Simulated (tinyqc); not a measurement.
Worked calculation: one-electron ion in a basis of Gaussians. One step of it, computed by the program tinyqc.

Task: Matrices over normalised Gaussians. With p = a_i + a_j and I(k) = Gamma((k+1)/2) / (2 p^((k+1)/2)): S = I(2l+2), T = (2l+3) a_i a_j S / p, V = -Z I(2l+1), each divided by sqrt(S_ii S_jj).

exponents of r^l exp(-a r^2) (1/bohr^2): [0.886200, 4.135000]

Z = 4

l = 0

Give: S; T; V.

Result:

S:
$$\begin{pmatrix}
1.000 & 0.666 \\
0.666 & 1.000
\end{pmatrix}$$

T (hartree):
$$\begin{pmatrix}
1.329 & 1.458 \\
1.458 & 6.202
\end{pmatrix}$$

V (hartree):
$$\begin{pmatrix}
-6.009 & -6.734 \\
-6.734 & -12.980
\end{pmatrix}$$
